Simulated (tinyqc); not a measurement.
What each parameter does: finite square well with mass mismatch (envelope functions).

A square well of width L and depth V0, mass mw inside and mb outside, energies from the bottom of the well, c = hbar^2/2m0. k = sqrt(mw E/c), kappa = sqrt(mb (V0 - E)/c). psi and psi'/m are continuous at the walls (BenDaniel-Duke), so level n solves k L + 2 atan[(k/mw)/(kappa/mb)] = n pi.

Constants: hbar^2/2m0 = 3.80998211 eV angstrom^2.

Values chosen for the exercise (near those of a GaAs well in AlGaAs; shifted at random, so the results belong to these values and not to a real crystal):

| symbol | value | unit | meaning |
|---|---|---|---|
| L | 107 | angstrom | well width |
| V0 | 0.316 | eV | barrier height |
| mw | 0.0687 | m0 | mass in the well |
| mb | 0.0994 | m0 | mass in the barrier |

Parabolic bands. Pb is the probability of level 1 in the barriers, (A^2/kappa)/(A^2/kappa + L/2 + sin(kL)/(2k)) with A = cos(kL/2).

One parameter was then changed.

Results before and after:

| case | E1 (eV) | bound levels | Pb | V0 - E1 (eV) |
|---|---|---|---|---|
| base | 0.0284 | 3 | 0.0207 | 0.2876 |
| changed | 0.0244 | 3 | 0.0165 | 0.2916 |

Which of these changes was made? (a) V0 = 0.363 eV; (b) mb = 0.0795 m0; (c) mw = 0.0618 m0; (d) L = 118 angstrom.

Answer: (d) L = 118 angstrom. Of the candidates, run in turn, only this one gives the changed row.

All candidates:

| case | E1 (eV) | bound levels | Pb | V0 - E1 (eV) |
|---|---|---|---|---|
| base | 0.0284 | 3 | 0.0207 | 0.2876 |
| L = 118 angstrom | 0.0244 | 3 | 0.0165 | 0.2916 |
| V0 = 0.363 eV | 0.0293 | 3 | 0.0176 | 0.3337 |
| mw = 0.0618 m0 | 0.0300 | 3 | 0.0235 | 0.2860 |
| mb = 0.0795 m0 | 0.0297 | 3 | 0.0203 | 0.2863 |

(tinyqc, `OMP_NUM_THREADS=1 python tinyqc.py 1281687 1281688 out.jsonl`, Intel(R) Xeon(R) Processor @ 2.30GHz, 1 thread, shared host, about 0.01 s.)
